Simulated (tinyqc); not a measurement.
From results back to parameters: conductance of a narrow metal strip with scatterers (square lattice, Green functions). Five cases, with inputs chosen for the exercise.

Problem. Boundaries with reflection R, a distance dg apart, add incoherently to the scattering in a one-dimensional channel: rho/rho0 = 1 + (lam/dg) R/(1 - R). The ratio comes from a hidden R.

Find: R; effective mean free path lam rho0/rho.

Method. y = (rho/rho0 - 1) dg/lam = R/(1 - R), so R = y/(1 + y).

Case 1.

Values chosen (out of a larger set: hopping and spacing of the size met in Cu or Al; the lattice is a model; not measured data): lam = 26 nm (bulk mean free path); dg = 20 nm (distance between boundaries).

rho/rho0 = 1.36667

Solution.

R = 0.220
effective mean free path lam rho0/rho = 19.02 nm

Case 2.

Values chosen (out of a larger set: hopping and spacing of the size met in Cu or Al; the lattice is a model; not measured data): lam = 21 nm (bulk mean free path); dg = 45 nm (distance between boundaries).

rho/rho0 = 1.67154

Solution.

R = 0.590
effective mean free path lam rho0/rho = 12.56 nm

Case 3.

Values chosen (out of a larger set: hopping and spacing of the size met in Cu or Al; the lattice is a model; not measured data): lam = 17 nm (bulk mean free path); dg = 48 nm (distance between boundaries).

rho/rho0 = 1.39938

Solution.

R = 0.530
effective mean free path lam rho0/rho = 12.15 nm

Case 4.

Values chosen (out of a larger set: hopping and spacing of the size met in Cu or Al; the lattice is a model; not measured data): lam = 21 nm (bulk mean free path); dg = 48 nm (distance between boundaries).

rho/rho0 = 1.37269

Solution.

R = 0.460
effective mean free path lam rho0/rho = 15.30 nm

Case 5.

Values chosen (out of a larger set: hopping and spacing of the size met in Cu or Al; the lattice is a model; not measured data): lam = 16 nm (bulk mean free path); dg = 19 nm (distance between boundaries).

rho/rho0 = 1.39628

Solution.

R = 0.320
effective mean free path lam rho0/rho = 11.46 nm

Computed by tinyqc, one run a case: `OMP_NUM_THREADS=1 python tinyqc.py N N+1 out.jsonl` with N = 1481517, 1481521, 1481541, 1481543, 1481545; one thread of a shared Intel(R) Xeon(R) Processor @ 2.30GHz, about 0.01 s a run at most.
